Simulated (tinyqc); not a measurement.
From results back to parameters: heavy doping: gap narrowing, degeneracy and the minority density.

Problem. The minority density was computed from a hidden true narrowing dEg.

F_j(eta) = (1/Gamma(j + 1)) integral_0^infinity x^j dx/(1 + exp(x - eta)), which tends to exp(eta) for eta << 0.

Majority: N = Nv F_1/2(eta), eta the distance of EF beyond the majority band edge in kT. Degeneracy factor gam = F_1/2(eta)/exp(eta). ni0^2 = Nc Nv exp(-Eg/kT); product n p = ni0^2 gam exp(dEg/kT), dEg the true narrowing; apparent narrowing dEa = dEg + kT ln gam; minority density = n p/N.

Constants: kB = 8.617333262e-05 eV/K.

Inputs chosen for the exercise (gap and densities of states near those of Si at this temperature; narrowing constants near the fits for Si; shifted at random, so the results belong to these values and not to a real crystal):
```
symbol  value     unit    meaning
N       2e+18     1/cm^3  ionised acceptors, equal to the majority density
Eg      1.124     eV      gap
Nc      2.63e+19  1/cm^3  conduction-band density of states
Nv      1.1e+19   1/cm^3  valence-band density of states
T       300       K
```

minority density = 84.9420 1/cm^3

Find: dEa; gam; dEg.

Solution. dEa = kT ln(minority x N/ni0^2); gam follows from N alone, and dEg = dEa - kT ln gam.

dEa = 38.76 meV
gam = 0.9379
dEg = 40.42 meV

(tinyqc, `OMP_NUM_THREADS=1 python tinyqc.py 1651194 1651195 out.jsonl`, Intel(R) Xeon(R) Processor @ 2.30GHz, 1 thread, shared host, about 0.01 s.)
